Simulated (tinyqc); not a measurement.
Inside a calculation. Method: RHF in the sto-3g basis, for BeH2, spin multiplicity 1. Computed by tinyqc, a small Python program that keeps every step (integrals from PySCF). Settings: charge = 0, multiplicity = 1, basis = sto-3g, energy threshold = 1e-10, iteration cap = 62, orthogonalisation = symmetric, start = core, DIIS depth = 8, DIIS from iteration = 3, method = RHF. Command: `OMP_NUM_THREADS=1 python tinyqc.py 28910 28911 out.jsonl` (the two numbers bound the seeds that draw the settings). One thread of a shared host (Intel(R) Xeon(R) Processor @ 2.60GHz), about 0.06 s of CPU time with the checks. Later iterations appear only in the table of the cycle.

## One-electron integrals

Geometry (angstrom):
```
atom       x        y       z
Be    0.0000   0.0000  0.0000
H     0.0000   1.6200  0.0000
H     0.0000  -1.5980  0.0000
```

Basis sto-3g: exponents (1/bohr^2) and contraction coefficients of normalised primitives:
```
element  l (shell)  exponent  coefficient
Be           s (1)   30.1679       0.1543
Be           s (1)    5.4951       0.5353
Be           s (1)    1.4872       0.4446
Be           s (2)    1.3148      -0.1000
Be           s (2)    0.3055       0.3995
Be           s (2)    0.0994       0.7001
Be           p (3)    1.3148       0.1559
Be           p (3)    0.3055       0.6077
Be           p (3)    0.0994       0.3920
H            s (1)    3.4253       0.1543
H            s (1)    0.6239       0.5353
H            s (1)    0.1689       0.4446
```

Overlap, kinetic and nuclear-attraction integrals over the contracted functions; the nuclear repulsion is the sum of Za Zb / Rab.

nuclear repulsion = 2.795652 hartree

overlap S, order 1Be 1s, 1Be 2s, 1Be 2px, 1Be 2py, 1Be 2pz, 2H 1s, 3H 1s:
$$\begin{pmatrix}
1.0000 & 0.2595 & 0.0000 & 0.0000 & 0.0000 & 0.0376 & 0.0394 \\
0.2595 & 1.0000 & 0.0000 & 0.0000 & 0.0000 & 0.3525 & 0.3605 \\
0.0000 & 0.0000 & 1.0000 & 0.0000 & 0.0000 & 0.0000 & 0.0000 \\
0.0000 & 0.0000 & 0.0000 & 1.0000 & 0.0000 & 0.4372 & -0.4446 \\
0.0000 & 0.0000 & 0.0000 & 0.0000 & 1.0000 & 0.0000 & 0.0000 \\
0.0376 & 0.3525 & 0.0000 & 0.4372 & 0.0000 & 1.0000 & 0.0114 \\
0.0394 & 0.3605 & 0.0000 & -0.4446 & 0.0000 & 0.0114 & 1.0000
\end{pmatrix}$$

kinetic energy T (hartree), order 1Be 1s, 1Be 2s, 1Be 2px, 1Be 2py, 1Be 2pz, 2H 1s, 3H 1s:
$$\begin{pmatrix}
6.6940 & -0.0330 & 0.0000 & 0.0000 & 0.0000 & -0.0106 & -0.0111 \\
-0.0330 & 0.2111 & 0.0000 & 0.0000 & 0.0000 & 0.0332 & 0.0355 \\
0.0000 & 0.0000 & 0.6606 & 0.0000 & 0.0000 & 0.0000 & 0.0000 \\
0.0000 & 0.0000 & 0.0000 & 0.6606 & 0.0000 & 0.1117 & -0.1172 \\
0.0000 & 0.0000 & 0.0000 & 0.0000 & 0.6606 & 0.0000 & 0.0000 \\
-0.0106 & 0.0332 & 0.0000 & 0.1117 & 0.0000 & 0.7600 & -0.0049 \\
-0.0111 & 0.0355 & 0.0000 & -0.1172 & 0.0000 & -0.0049 & 0.7600
\end{pmatrix}$$

nuclear attraction V (hartree), order 1Be 1s, 1Be 2s, 1Be 2px, 1Be 2py, 1Be 2pz, 2H 1s, 3H 1s:
$$\begin{pmatrix}
-15.2189 & -2.0700 & 0.0000 & 0.0003 & 0.0000 & -0.2982 & -0.3130 \\
-2.0700 & -2.9513 & 0.0000 & 0.0023 & 0.0000 & -0.9414 & -0.9691 \\
0.0000 & 0.0000 & -2.8746 & 0.0000 & 0.0000 & 0.0000 & 0.0000 \\
0.0003 & 0.0023 & 0.0000 & -3.0490 & 0.0000 & -1.1361 & 1.1638 \\
0.0000 & 0.0000 & 0.0000 & 0.0000 & -2.8746 & 0.0000 & 0.0000 \\
-0.2982 & -0.9414 & 0.0000 & -1.1361 & 0.0000 & -2.6945 & -0.0370 \\
-0.3130 & -0.9691 & 0.0000 & 1.1638 & 0.0000 & -0.0370 & -2.7122
\end{pmatrix}$$

core Hamiltonian H = T + V (hartree), order 1Be 1s, 1Be 2s, 1Be 2px, 1Be 2py, 1Be 2pz, 2H 1s, 3H 1s:
$$\begin{pmatrix}
-8.5249 & -2.1030 & 0.0000 & 0.0003 & 0.0000 & -0.3088 & -0.3241 \\
-2.1030 & -2.7402 & 0.0000 & 0.0023 & 0.0000 & -0.9082 & -0.9337 \\
0.0000 & 0.0000 & -2.2140 & 0.0000 & 0.0000 & 0.0000 & 0.0000 \\
0.0003 & 0.0023 & 0.0000 & -2.3884 & 0.0000 & -1.0243 & 1.0466 \\
0.0000 & 0.0000 & 0.0000 & 0.0000 & -2.2140 & 0.0000 & 0.0000 \\
-0.3088 & -0.9082 & 0.0000 & -1.0243 & 0.0000 & -1.9345 & -0.0419 \\
-0.3241 & -0.9337 & 0.0000 & 1.0466 & 0.0000 & -0.0419 & -1.9521
\end{pmatrix}$$

## Two-electron integrals

Functions are numbered as in S; the eight-fold symmetry (ij|kl) = (ji|kl) = (kl|ij) leaves the list below.

Two-electron integrals (ij|kl) in chemists' order, unique and non-zero (hartree):
```
(11|11) 2.2988     (21|11) 0.3920     (21|21) 0.0795     (22|11) 0.5710
(22|21) 0.1430     (22|22) 0.4177     (31|31) 0.0146     (32|31) 0.0219
(32|32) 0.0923     (33|11) 0.5696     (33|21) 0.1431     (33|22) 0.4176
(33|33) 0.4499     (41|41) 0.0146     (42|41) 0.0219     (42|42) 0.0923
(43|43) 0.0242     (44|11) 0.5696     (44|21) 0.1431     (44|22) 0.4176
(44|33) 0.4014     (44|44) 0.4499     (51|51) 0.0146     (52|51) 0.0219
(52|52) 0.0923     (53|53) 0.0242     (54|54) 0.0242     (55|11) 0.5696
(55|21) 0.1431     (55|22) 0.4176     (55|33) 0.4014     (55|44) 0.4014
(55|55) 0.4499     (61|11) 0.0560     (61|21) 0.0114     (61|22) 0.0206
(61|33) 0.0205     (61|41) 0.0010     (61|42) 0.0019     (61|44) 0.0209
(61|55) 0.0205     (61|61) 0.0017     (62|11) 0.1554     (62|21) 0.0396
(62|22) 0.1287     (62|33) 0.1236     (62|41) 0.0051     (62|42) 0.0334
(62|44) 0.1388     (62|55) 0.1236     (62|61) 0.0063     (62|62) 0.0627
(63|31) 0.0034     (63|32) 0.0164     (63|43) 0.0056     (63|63) 0.0052
(64|11) 0.1744     (64|21) 0.0449     (64|22) 0.1527     (64|33) 0.1438
(64|41) 0.0082     (64|42) 0.0515     (64|44) 0.1706     (64|55) 0.1438
(64|61) 0.0074     (64|62) 0.0840     (64|64) 0.1154     (65|51) 0.0034
(65|52) 0.0164     (65|54) 0.0056     (65|65) 0.0052     (66|11) 0.3257
(66|21) 0.0844     (66|22) 0.3084     (66|33) 0.2867     (66|41) 0.0119
(66|42) 0.1027     (66|44) 0.3516     (66|55) 0.2867     (66|61) 0.0136
(66|62) 0.1966     (66|64) 0.2781     (66|66) 0.7746     (71|11) 0.0588
(71|21) 0.0119     (71|22) 0.0216     (71|33) 0.0215     (71|41) -0.0010
(71|42) -0.0020    (71|44) 0.0219     (71|55) 0.0215     (71|61) 0.0016
(71|62) 0.0055     (71|64) 0.0061     (71|66) 0.0118     (71|71) 0.0019
(72|11) 0.1603     (72|21) 0.0408     (72|22) 0.1323     (72|33) 0.1271
(72|41) -0.0053    (72|42) -0.0342    (72|44) 0.1426     (72|55) 0.1271
(72|61) 0.0054     (72|62) 0.0312     (72|64) 0.0344     (72|66) 0.0715
(72|71) 0.0068     (72|72) 0.0657     (73|31) 0.0035     (73|32) 0.0170
(73|43) -0.0057    (73|63) 0.0020     (73|73) 0.0056     (74|11) -0.1788
(74|21) -0.0461    (74|22) -0.1562    (74|33) -0.1470    (74|41) 0.0085
(74|42) 0.0529     (74|44) -0.1745    (74|55) -0.1470    (74|61) -0.0060
(74|62) -0.0342    (74|64) -0.0369    (74|66) -0.0784    (74|71) -0.0079
(74|72) -0.0877    (74|74) 0.1201     (75|51) 0.0035     (75|52) 0.0170
(75|54) -0.0057    (75|65) 0.0020     (75|75) 0.0056     (76|11) 0.0070
(76|21) 0.0017     (76|22) 0.0049     (76|33) 0.0049     (76|41) 1.93e-06
(76|42) 1.27e-05   (76|44) 0.0051     (76|55) 0.0049     (76|61) 2.52e-04
(76|62) 0.0016     (76|64) 0.0019     (76|66) 0.0038     (76|71) 2.64e-04
(76|72) 0.0016     (76|74) -0.0019    (76|76) 5.93e-05   (77|11) 0.3301
(77|21) 0.0855     (77|22) 0.3116     (77|33) 0.2895     (77|41) -0.0122
(77|42) -0.1042    (77|44) 0.3555     (77|55) 0.2895     (77|61) 0.0113
(77|62) 0.0701     (77|64) 0.0774     (77|66) 0.1644     (77|71) 0.0144
(77|72) 0.2018     (77|74) -0.2844    (77|76) 0.0038     (77|77) 0.7746
```

## Orthogonalisation

S = U s U^T; symmetric (Loewdin) form X = U s^(-1/2) U^T, so that X^T S X = 1.

eigenvalues of S: [0.3705, 0.4586, 0.9582, 1.0000, 1.0000, 1.5937, 1.6190]

X, order 1Be 1s, 1Be 2s, 1Be 2px, 1Be 2py, 1Be 2pz, 2H 1s, 3H 1s:
$$\begin{pmatrix}
1.0285 & -0.1499 & 0.0000 & 0.0003 & 0.0000 & 0.0207 & 0.0209 \\
-0.1499 & 1.1502 & 0.0000 & -0.0042 & 0.0000 & -0.2133 & -0.2214 \\
0.0000 & 0.0000 & 1.0000 & 0.0000 & 0.0000 & 0.0000 & 0.0000 \\
0.0003 & -0.0042 & 0.0000 & 1.2104 & 0.0000 & -0.2989 & 0.3064 \\
0.0000 & 0.0000 & 0.0000 & 0.0000 & 1.0000 & 0.0000 & 0.0000 \\
0.0207 & -0.2133 & 0.0000 & -0.2989 & 0.0000 & 1.1610 & -0.0531 \\
0.0209 & -0.2214 & 0.0000 & 0.3064 & 0.0000 & -0.0531 & 1.1691
\end{pmatrix}$$

## Starting guess

The start is the orbitals of the core Hamiltonian; D = 2 C_occ C_occ^T.

D at the start, order 1Be 1s, 1Be 2s, 1Be 2px, 1Be 2py, 1Be 2pz, 2H 1s, 3H 1s:
$$\begin{pmatrix}
2.1425 & -0.5407 & 0.0000 & -0.0018 & 0.0000 & -0.0066 & -0.0094 \\
-0.5407 & 2.0212 & 0.0000 & 0.0091 & 0.0000 & 0.0722 & 0.0846 \\
0.0000 & 0.0000 & 0.0000 & 0.0000 & 0.0000 & 0.0000 & 0.0000 \\
-0.0018 & 0.0091 & 0.0000 & 2.1418 & 0.0000 & -0.0890 & 0.0793 \\
0.0000 & 0.0000 & 0.0000 & 0.0000 & 0.0000 & 0.0000 & 0.0000 \\
-0.0066 & 0.0722 & 0.0000 & -0.0890 & 0.0000 & 0.0064 & -0.0002 \\
-0.0094 & 0.0846 & 0.0000 & 0.0793 & 0.0000 & -0.0002 & 0.0065
\end{pmatrix}$$

## Iteration 1: building the Fock matrix

J_ij = sum D_kl (ij|kl), K_ij = sum D_kl (ik|jl); F = H + J - 0.5 K; E = tr D H + tr D J / 2 - 0.25 tr D K + E_nn.

Coulomb J (hartree), order 1Be 1s, 1Be 2s, 1Be 2px, 1Be 2py, 1Be 2pz, 2H 1s, 3H 1s:
$$\begin{pmatrix}
6.8678 & 1.3475 & 0.0000 & 0.0001 & 0.0000 & 0.1939 & 0.2035 \\
1.3475 & 2.7995 & 0.0000 & -0.0002 & 0.0000 & 0.8434 & 0.8686 \\
0.0000 & 0.0000 & 2.7627 & 0.0000 & 0.0000 & 0.0000 & 0.0000 \\
0.0001 & -0.0002 & 0.0000 & 2.8631 & 0.0000 & 0.9936 & -1.0181 \\
0.0000 & 0.0000 & 0.0000 & 0.0000 & 2.7627 & 0.0000 & 0.0000 \\
0.1939 & 0.8434 & 0.0000 & 0.9936 & 0.0000 & 1.9690 & 0.0340 \\
0.2035 & 0.8686 & 0.0000 & -1.0181 & 0.0000 & 0.0340 & 1.9952
\end{pmatrix}$$

exchange K (hartree), order 1Be 1s, 1Be 2s, 1Be 2px, 1Be 2py, 1Be 2pz, 2H 1s, 3H 1s:
$$\begin{pmatrix}
4.6948 & 0.8300 & 0.0000 & 0.0001 & 0.0000 & 0.1315 & 0.1377 \\
0.8300 & 1.0867 & 0.0000 & 0.0003 & 0.0000 & 0.3803 & 0.3934 \\
0.0000 & 0.0000 & 0.2493 & 0.0000 & 0.0000 & 0.0000 & 0.0000 \\
0.0001 & 0.0003 & 0.0000 & 1.1172 & 0.0000 & 0.4010 & -0.4143 \\
0.0000 & 0.0000 & 0.0000 & 0.0000 & 0.2493 & 0.0000 & 0.0000 \\
0.1315 & 0.3803 & 0.0000 & 0.4010 & 0.0000 & 0.3565 & 0.0055 \\
0.1377 & 0.3934 & 0.0000 & -0.4143 & 0.0000 & 0.0055 & 0.3795
\end{pmatrix}$$

Fock matrix F (hartree), order 1Be 1s, 1Be 2s, 1Be 2px, 1Be 2py, 1Be 2pz, 2H 1s, 3H 1s:
$$\begin{pmatrix}
-4.0046 & -1.1704 & 0.0000 & 0.0004 & 0.0000 & -0.1807 & -0.1895 \\
-1.1704 & -0.4840 & 0.0000 & 0.0019 & 0.0000 & -0.2550 & -0.2618 \\
0.0000 & 0.0000 & 0.4240 & 0.0000 & 0.0000 & 0.0000 & 0.0000 \\
0.0004 & 0.0019 & 0.0000 & -0.0840 & 0.0000 & -0.2312 & 0.2357 \\
0.0000 & 0.0000 & 0.0000 & 0.0000 & 0.4240 & 0.0000 & 0.0000 \\
-0.1807 & -0.2550 & 0.0000 & -0.2312 & 0.0000 & -0.1438 & -0.0106 \\
-0.1895 & -0.2618 & 0.0000 & 0.2357 & 0.0000 & -0.0106 & -0.1467
\end{pmatrix}$$

total energy of this density = -14.739517 hartree

## Iteration 1: diagonalisation and new density

Diagonalise F' = X^T F X, C = X C', fill 3 alpha and 3 beta electrons from the bottom; D = 2 C_occ C_occ^T. Each column has its largest component positive (the first on a tie).

F' = X^T F X (hartree):
$$\begin{pmatrix}
-3.8989 & -0.6541 & 0.0000 & 0.0004 & 0.0000 & -0.0050 & -0.0074 \\
-0.6541 & -0.1072 & 0.0000 & -0.0033 & 0.0000 & -0.2132 & -0.2215 \\
0.0000 & 0.0000 & 0.4240 & 0.0000 & 0.0000 & 0.0000 & 0.0000 \\
0.0004 & -0.0033 & 0.0000 & 0.1945 & 0.0000 & -0.3025 & 0.3108 \\
0.0000 & 0.0000 & 0.0000 & 0.0000 & 0.4240 & 0.0000 & 0.0000 \\
-0.0050 & -0.2132 & 0.0000 & -0.3025 & 0.0000 & 0.0665 & -0.0586 \\
-0.0074 & -0.2215 & 0.0000 & 0.3108 & 0.0000 & -0.0586 & 0.0747
\end{pmatrix}$$

orbital energies (hartree): MO1 -4.0094, MO2 -0.2942, MO3 -0.2728, MO4 0.3091, MO5 0.4240, MO6 0.4240, MO7 0.5971

coefficients C, order 1Be 1s, 1Be 2s, 1Be 2px, 1Be 2py, 1Be 2pz, 2H 1s, 3H 1s:
$$\begin{pmatrix}
0.9895 & -0.2163 & -0.0193 & -0.2340 & 0.0000 & 0.0000 & 0.0074 \\
0.0391 & 0.6081 & 0.0568 & 1.0315 & 0.0000 & 0.0000 & -0.0403 \\
0.0000 & 0.0000 & 0.0000 & 0.0000 & 0.0460 & 0.9989 & 0.0000 \\
-0.0001 & -0.0471 & 0.5071 & 0.0323 & 0.0000 & 0.0000 & 1.1780 \\
0.0000 & 0.0000 & 0.0000 & 0.0000 & 0.9989 & -0.0460 & 0.0000 \\
-0.0040 & 0.3561 & 0.4618 & -0.7341 & 0.0000 & 0.0000 & -0.7791 \\
-0.0040 & 0.4322 & -0.3862 & -0.6918 & 0.0000 & 0.0000 & 0.8357
\end{pmatrix}$$

D after iteration 1, order 1Be 1s, 1Be 2s, 1Be 2px, 1Be 2py, 1Be 2pz, 2H 1s, 3H 1s:
$$\begin{pmatrix}
2.0527 & -0.1878 & 0.0000 & 0.0005 & 0.0000 & -0.1797 & -0.1800 \\
-0.1878 & 0.7490 & 0.0000 & 0.0003 & 0.0000 & 0.4852 & 0.4814 \\
0.0000 & 0.0000 & 0.0000 & 0.0000 & 0.0000 & 0.0000 & 0.0000 \\
0.0005 & 0.0003 & 0.0000 & 0.5187 & 0.0000 & 0.4348 & -0.4324 \\
0.0000 & 0.0000 & 0.0000 & 0.0000 & 0.0000 & 0.0000 & 0.0000 \\
-0.1797 & 0.4852 & 0.0000 & 0.4348 & 0.0000 & 0.6802 & -0.0488 \\
-0.1800 & 0.4814 & 0.0000 & -0.4324 & 0.0000 & -0.0488 & 0.6719
\end{pmatrix}$$

Within a degenerate level the vectors are fixed only up to a rotation; this is one choice.

## Iteration 2: building the Fock matrix

As before.

Coulomb J (hartree), order 1Be 1s, 1Be 2s, 1Be 2px, 1Be 2py, 1Be 2pz, 2H 1s, 3H 1s:
$$\begin{pmatrix}
6.3073 & 1.2192 & 0.0000 & -0.0004 & 0.0000 & 0.1756 & 0.1843 \\
1.2192 & 2.5714 & 0.0000 & -0.0015 & 0.0000 & 0.8424 & 0.8656 \\
0.0000 & 0.0000 & 2.5047 & 0.0000 & 0.0000 & 0.0000 & 0.0000 \\
-0.0004 & -0.0015 & 0.0000 & 2.6948 & 0.0000 & 1.0271 & -1.0500 \\
0.0000 & 0.0000 & 0.0000 & 0.0000 & 2.5047 & 0.0000 & 0.0000 \\
0.1756 & 0.8424 & 0.0000 & 1.0271 & 0.0000 & 2.2475 & 0.0315 \\
0.1843 & 0.8656 & 0.0000 & -1.0500 & 0.0000 & 0.0315 & 2.2614
\end{pmatrix}$$

exchange K (hartree), order 1Be 1s, 1Be 2s, 1Be 2px, 1Be 2py, 1Be 2pz, 2H 1s, 3H 1s:
$$\begin{pmatrix}
4.6239 & 0.8138 & 0.0000 & 0.0000 & 0.0000 & 0.1194 & 0.1253 \\
0.8138 & 0.8358 & 0.0000 & -0.0045 & 0.0000 & 0.5126 & 0.5217 \\
0.0000 & 0.0000 & 0.1501 & 0.0000 & 0.0000 & 0.0000 & 0.0000 \\
0.0000 & -0.0045 & 0.0000 & 0.8811 & 0.0000 & 0.5945 & -0.6030 \\
0.0000 & 0.0000 & 0.0000 & 0.0000 & 0.1501 & 0.0000 & 0.0000 \\
0.1194 & 0.5126 & 0.0000 & 0.5945 & 0.0000 & 1.0622 & 0.0025 \\
0.1253 & 0.5217 & 0.0000 & -0.6030 & 0.0000 & 0.0025 & 1.0677
\end{pmatrix}$$

Fock matrix F (hartree), order 1Be 1s, 1Be 2s, 1Be 2px, 1Be 2py, 1Be 2pz, 2H 1s, 3H 1s:
$$\begin{pmatrix}
-4.5295 & -1.2907 & 0.0000 & 0.0000 & 0.0000 & -0.1930 & -0.2024 \\
-1.2907 & -0.5867 & 0.0000 & 0.0030 & 0.0000 & -0.3221 & -0.3289 \\
0.0000 & 0.0000 & 0.2157 & 0.0000 & 0.0000 & 0.0000 & 0.0000 \\
0.0000 & 0.0030 & 0.0000 & -0.1342 & 0.0000 & -0.2945 & 0.2981 \\
0.0000 & 0.0000 & 0.0000 & 0.0000 & 0.2157 & 0.0000 & 0.0000 \\
-0.1930 & -0.3221 & 0.0000 & -0.2945 & 0.0000 & -0.2181 & -0.0116 \\
-0.2024 & -0.3289 & 0.0000 & 0.2981 & 0.0000 & -0.0116 & -0.2246
\end{pmatrix}$$

total energy of this density = -15.500828 hartree

## Iteration 2: diagonalisation and new density

As before.

F' = X^T F X (hartree):
$$\begin{pmatrix}
-4.4197 & -0.7016 & 0.0000 & -0.0003 & 0.0000 & 0.0034 & 0.0006 \\
-0.7016 & -0.1552 & 0.0000 & -0.0017 & 0.0000 & -0.2650 & -0.2713 \\
0.0000 & 0.0000 & 0.2157 & 0.0000 & 0.0000 & 0.0000 & 0.0000 \\
-0.0003 & -0.0017 & 0.0000 & 0.1992 & 0.0000 & -0.3618 & 0.3675 \\
0.0000 & 0.0000 & 0.0000 & 0.0000 & 0.2157 & 0.0000 & 0.0000 \\
0.0034 & -0.2650 & 0.0000 & -0.3618 & 0.0000 & 0.0351 & -0.0644 \\
0.0006 & -0.2713 & 0.0000 & 0.3675 & 0.0000 & -0.0644 & 0.0385
\end{pmatrix}$$

orbital energies (hartree): MO1 -4.5329, MO2 -0.4099, MO3 -0.3677, MO4 0.2157, MO5 0.2157, MO6 0.3400, MO7 0.6684

coefficients C, order 1Be 1s, 1Be 2s, 1Be 2px, 1Be 2py, 1Be 2pz, 2H 1s, 3H 1s:
$$\begin{pmatrix}
0.9918 & -0.2108 & -0.0113 & 0.0000 & 0.0000 & -0.2301 & 0.0039 \\
0.0314 & 0.6121 & 0.0355 & 0.0000 & 0.0000 & 1.0308 & -0.0249 \\
0.0000 & 0.0000 & 0.0000 & -0.1486 & 0.9889 & 0.0000 & 0.0000 \\
0.0000 & -0.0274 & 0.4970 & 0.0000 & 0.0000 & 0.0141 & 1.1833 \\
0.0000 & 0.0000 & 0.0000 & 0.9889 & 0.1486 & 0.0000 & 0.0000 \\
-0.0040 & 0.3702 & 0.4559 & 0.0000 & 0.0000 & -0.7231 & -0.7862 \\
-0.0040 & 0.4173 & -0.4100 & 0.0000 & 0.0000 & -0.7052 & 0.8207
\end{pmatrix}$$

D after iteration 2, order 1Be 1s, 1Be 2s, 1Be 2px, 1Be 2py, 1Be 2pz, 2H 1s, 3H 1s:
$$\begin{pmatrix}
2.0564 & -0.1966 & 0.0000 & 0.0002 & 0.0000 & -0.1744 & -0.1747 \\
-0.1966 & 0.7538 & 0.0000 & 0.0017 & 0.0000 & 0.4853 & 0.4815 \\
0.0000 & 0.0000 & 0.0000 & 0.0000 & 0.0000 & 0.0000 & 0.0000 \\
0.0002 & 0.0017 & 0.0000 & 0.4955 & 0.0000 & 0.4329 & -0.4304 \\
0.0000 & 0.0000 & 0.0000 & 0.0000 & 0.0000 & 0.0000 & 0.0000 \\
-0.1744 & 0.4853 & 0.0000 & 0.4329 & 0.0000 & 0.6898 & -0.0648 \\
-0.1747 & 0.4815 & 0.0000 & -0.4304 & 0.0000 & -0.0648 & 0.6845
\end{pmatrix}$$

Within a degenerate level the vectors are fixed only up to a rotation; this is one choice.

## Iteration 7 (converged): orbitals

converged F (hartree), order 1Be 1s, 1Be 2s, 1Be 2px, 1Be 2py, 1Be 2pz, 2H 1s, 3H 1s:
$$\begin{pmatrix}
-4.5328 & -1.2902 & 0.0000 & 0.0000 & 0.0000 & -0.1933 & -0.2028 \\
-1.2902 & -0.5888 & 0.0000 & 0.0027 & 0.0000 & -0.3225 & -0.3291 \\
0.0000 & 0.0000 & 0.2136 & 0.0000 & 0.0000 & 0.0000 & 0.0000 \\
0.0000 & 0.0027 & 0.0000 & -0.1317 & 0.0000 & -0.2941 & 0.2976 \\
0.0000 & 0.0000 & 0.0000 & 0.0000 & 0.2136 & 0.0000 & 0.0000 \\
-0.1933 & -0.3225 & 0.0000 & -0.2941 & 0.0000 & -0.2186 & -0.0108 \\
-0.2028 & -0.3291 & 0.0000 & 0.2976 & 0.0000 & -0.0108 & -0.2248
\end{pmatrix}$$

As before.

F' = X^T F X (hartree):
$$\begin{pmatrix}
-4.4235 & -0.7000 & 0.0000 & -0.0002 & 0.0000 & 0.0028 & 0.0000 \\
-0.7000 & -0.1579 & 0.0000 & -0.0020 & 0.0000 & -0.2649 & -0.2713 \\
0.0000 & 0.0000 & 0.2136 & 0.0000 & 0.0000 & 0.0000 & 0.0000 \\
-0.0002 & -0.0020 & 0.0000 & 0.2020 & 0.0000 & -0.3616 & 0.3673 \\
0.0000 & 0.0000 & 0.0000 & 0.0000 & 0.2136 & 0.0000 & 0.0000 \\
0.0028 & -0.2649 & 0.0000 & -0.3616 & 0.0000 & 0.0343 & -0.0631 \\
0.0000 & -0.2713 & 0.0000 & 0.3673 & 0.0000 & -0.0631 & 0.0380
\end{pmatrix}$$

orbital energies (hartree): MO1 -4.5361, MO2 -0.4110, MO3 -0.3672, MO4 0.2136, MO5 0.2136, MO6 0.3386, MO7 0.6687

coefficients C, order 1Be 1s, 1Be 2s, 1Be 2px, 1Be 2py, 1Be 2pz, 2H 1s, 3H 1s:
$$\begin{pmatrix}
0.9919 & -0.2113 & -0.0098 & 0.0000 & 0.0000 & -0.2292 & 0.0040 \\
0.0309 & 0.6150 & 0.0312 & 0.0000 & 0.0000 & 1.0292 & -0.0256 \\
0.0000 & 0.0000 & 0.0000 & -0.1233 & 0.9924 & 0.0000 & 0.0000 \\
0.0000 & -0.0234 & 0.4944 & 0.0000 & 0.0000 & 0.0149 & 1.1845 \\
0.0000 & 0.0000 & 0.0000 & 0.9924 & 0.1233 & 0.0000 & 0.0000 \\
-0.0038 & 0.3715 & 0.4549 & 0.0000 & 0.0000 & -0.7247 & -0.7848 \\
-0.0038 & 0.4126 & -0.4151 & 0.0000 & 0.0000 & -0.7056 & 0.8201
\end{pmatrix}$$

D after iteration 7, order 1Be 1s, 1Be 2s, 1Be 2px, 1Be 2py, 1Be 2pz, 2H 1s, 3H 1s:
$$\begin{pmatrix}
2.0572 & -0.1992 & 0.0000 & 0.0001 & 0.0000 & -0.1735 & -0.1739 \\
-0.1992 & 0.7603 & 0.0000 & 0.0020 & 0.0000 & 0.4851 & 0.4814 \\
0.0000 & 0.0000 & 0.0000 & 0.0000 & 0.0000 & 0.0000 & 0.0000 \\
0.0001 & 0.0020 & 0.0000 & 0.4900 & 0.0000 & 0.4324 & -0.4298 \\
0.0000 & 0.0000 & 0.0000 & 0.0000 & 0.0000 & 0.0000 & 0.0000 \\
-0.1735 & 0.4851 & 0.0000 & 0.4324 & 0.0000 & 0.6899 & -0.0710 \\
-0.1739 & 0.4814 & 0.0000 & -0.4298 & 0.0000 & -0.0710 & 0.6852
\end{pmatrix}$$

Within a degenerate level the vectors are fixed only up to a rotation; this is one choice.

## Convergence

Stop when the energy changes by less than 1e-10 hartree and every element of the error matrix X^T (F D S - S D F) X is below 3e-06.

Course of the cycle:
```
iteration  E (hartree)     change  largest element of the error matrix
1           -14.739517          -                             5.40e-01
2           -15.500828  -7.61e-01                             2.45e-02
3           -15.501211  -3.83e-04                             2.63e-03
4           -15.501226  -1.53e-05                             6.89e-04
5           -15.501228  -1.24e-06                             6.22e-05
6           -15.501228  -1.17e-08                             3.11e-07
7           -15.501228  -1.53e-13                             2.66e-08
```

PySCF RHF in the same basis = -15.501228 hartree

Converged in 7 iterations.

## Populations, bond orders and dipole

Mulliken: Z minus the diagonal of D S on the atom; Loewdin: the same with S^(1/2) D S^(1/2); Mayer order: 2 sum_s sum (D(s) S)_ij (D(s) S)_ji over the two atoms.

Charges (e):
```
atom  Mulliken  Loewdin
1Be     0.0847   0.0731
2H     -0.0426  -0.0369
3H     -0.0421  -0.0362
```

Mayer bond orders:
```
pair   order
2-1   0.9905
3-1   0.9906
3-2   0.0077
```

dipole moment about the origin, x y z (debye): [0.0000, -0.0092, 0.0000]
